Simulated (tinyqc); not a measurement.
## Reflectance at normal incidence against thickness

Normal incidence on air, film (n1) and substrate (N2 = n2 - i k2): r01 = (1 - n1)/(1 + n1), r12 = (n1 - N2)/(n1 + N2), amplitude (r01 + r12 X)/(1 + r01 r12 X), X = exp(-4 pi i n1 d/lam), R its squared modulus, phase from 0 to 360 degrees.

Inputs (values chosen for the exercise):
```
symbol,value,unit,meaning
lam,632.8,nm,wavelength
n1,2.423,,index of the transparent film
n2,3.882,,index of the substrate
k2,0.019,,extinction coefficient of the substrate
```

Result of one run:

| d (nm) | R (%) | phase of the reflected amplitude (degrees) |
|---|---|---|
| 81 | 10.07 | 208.7 |

What becomes of these results when the film thickness d is changed from 81 to 32 nm, all else the same?

Result of the changed run:

| d (nm) | R (%) | phase of the reflected amplitude (degrees) |
|---|---|---|
| 32 | 22.74 | 156.7 |

The whole series:

| d (nm) | R (%) | phase of the reflected amplitude (degrees) |
|---|---|---|
| 0 | 34.85 | 179.8 |
| 16 | 31.69 | 168.0 |
| 32 | 22.74 | 156.7 |
| 49 | 10.18 | 151.2 |
| 65 | 4.158 | 179.7 |
| 81 | 10.07 | 208.7 |
| 98 | 22.62 | 203.4 |
| 114 | 31.62 | 192.2 |
| 130 | 34.85 | 180.3 |

R goes from 34.9 through a minimum of 4.16 (at d = 65 nm among the rows listed) to 34.8 %. At a quarter wave, d = 65.3 nm, R = 4.16 %; for a transparent substrate it would vanish for n1 = sqrt(n2) = 1.97.

Computed by the program tinyqc: `OMP_NUM_THREADS=1 python tinyqc.py 2870225 2870226 out.jsonl`, one thread of a shared Intel Xeon 2.30GHz, about 0.2 s for the whole run.
